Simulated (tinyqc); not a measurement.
Worked calculation: empirical pseudopotential in a few plane waves. Computed by tinyqc, a small Python program that keeps every step. Settings: plane-wave index or count = 15. Command: `OMP_NUM_THREADS=1 python tinyqc.py 31368 31369 out.jsonl` (the two numbers bound the seeds that draw the settings). One thread of a shared host (Intel(R) Xeon(R) Processor @ 2.60GHz), about 0.2 s of CPU time with the checks.

## Bloch Hamiltonian at k

Parameters chosen for this model: fcc lattice, atoms at +/- a/8 (1,1,1); form factors in rydberg at |G|^2 in units of (2 pi/a)^2:
```
parameter                 value      unit
a                      5.690000  angstrom
VS(3)                 -0.226000        Ry
VS(8)                  0.016000        Ry
VS(11)                 0.087000        Ry
VA(3)                         0        Ry
VA(4)                         0        Ry
VA(11)                        0        Ry
hbar^2/2m (2 pi/a)^2   4.645775        eV
```

k point k (2 pi / a): 0.590000  -0.400000  -0.220000

Basis: the 15 shortest G (labels in 2 pi/a), the same at every k. H(G,G') = c |k + G|^2 delta + VS(|G-G'|^2) cos((G-G').tau) + i VA sin((G-G').tau), tau = a/8 (1,1,1); 1 Ry = 13.605693 eV.

H(k) at k (eV), lower triangle:
```
           +0+0+0     -1-1-1     -1-1+1     -1+1-1     -1+1+1     +1-1-1     +1-1+1     +1+1-1
+0+0+0   2.585374
-1-1-1   2.174273  16.801444
-1-1+1  -2.174273   0.000000  12.713162
-1+1-1  -2.174273   0.000000   0.217691   9.368204
-1+1+1  -2.174273  -0.217691   0.000000   0.000000   5.279923
+1-1-1  -2.174273   0.000000   0.217691   0.217691   0.000000  27.765471
+1-1+1  -2.174273  -0.217691   0.000000   0.000000   0.217691   0.000000  23.677190
+1+1-1  -2.174273  -0.217691   0.000000   0.000000   0.217691   0.000000   0.217691  20.332232
+1+1+1   2.174273   0.000000  -0.217691  -0.217691   0.000000  -0.217691   0.000000   0.000000
-2+0+0   0.000000  -2.174273  -2.174273  -2.174273   2.174273   0.836999  -0.836999  -0.836999
+0-2+0   0.000000  -2.174273  -2.174273   0.836999  -0.836999  -2.174273   2.174273  -0.836999
+0+0-2   0.000000  -2.174273   0.836999  -2.174273  -0.836999  -2.174273  -0.836999   2.174273
+0+0+2   0.000000  -0.836999   2.174273  -0.836999  -2.174273  -0.836999  -2.174273   0.836999
+0+2+0   0.000000  -0.836999  -0.836999   2.174273  -2.174273  -0.836999   0.836999  -2.174273
+2+0+0   0.000000  -0.836999  -0.836999  -0.836999   0.836999   2.174273  -2.174273  -2.174273

           +1+1+1     -2+0+0     +0-2+0     +0+0-2     +0+0+2     +0+2+0     +2+0+0
+1+1+1  16.243951
-2+0+0  -0.836999  10.204444
+0-2+0  -0.836999   0.217691  28.601711
+0+0-2  -0.836999   0.217691   0.217691  25.256753
+0+0+2  -2.174273  -0.217691  -0.217691   0.000000  17.080190
+0+2+0  -2.174273  -0.217691   0.000000  -0.217691   0.217691  13.735232
+2+0+0  -2.174273   0.000000  -0.217691  -0.217691   0.217691   0.217691  32.132499
```

## Levels at k

Diagonalise the Hermitian matrix.

eigenvalues (eV): -0.216729  3.706588  7.622878  8.540526  12.921346  14.145959  15.805497  16.785026  19.790256  20.150145  22.861901  25.489067  28.736686  30.976894  34.461740

## Bands along a path

The same steps at evenly spaced points between the labelled ones.

Bands along the path (eV), lowest eight:
```
k            band 1    band 2    band 3    band 4     band 5     band 6     band 7     band 8
L          0.032327  3.077941  8.909569  8.909569  11.492309  14.821799  14.821799  17.538554
L-G 0.33  -0.984175  4.628190  8.966591  8.966591  11.704539  14.696338  14.696338  17.763124
L-G 0.67  -1.915610  7.333292  9.364001  9.364001  12.368863  14.267358  14.267358  14.793359
G         -2.246271  9.656416  9.656416  9.656416  11.790213  13.719632  13.719632  13.719632
G-X 0.33  -1.802471  7.282020  8.889219  8.889219  12.552000  13.845290  15.177252  15.177252
G-X 0.67  -0.492303  4.413765  7.993314  7.993314  11.558676  12.663021  18.101392  18.101392
X          1.612885  1.925639  7.822449  7.822449  11.421242  11.685158  21.651140  21.651140
```

With 4 band(s) filled, the highest filled level on these points lies at G and the lowest empty one at X: a gap of 1.7648 eV, indirect. This holds for the small fixed basis; with all plane waves up to |k + G|^2 = 21 (2 pi/a)^2 the gap along the path is 1.78 eV.

## Convergence with the number of plane waves

Levels at G counted from the fourth one.

Levels (eV):
```
plane waves     level 1   level 5   level 8
9            -15.965903         0  0.870764
15           -11.902687  2.133797  4.063216
27           -11.166573  2.871973  4.034231
51           -11.252467  3.100677  4.255761
59           -11.318613  3.101365  4.065967
65           -11.342334  3.101365  4.016097
89           -11.300772  3.085849  4.053719
```
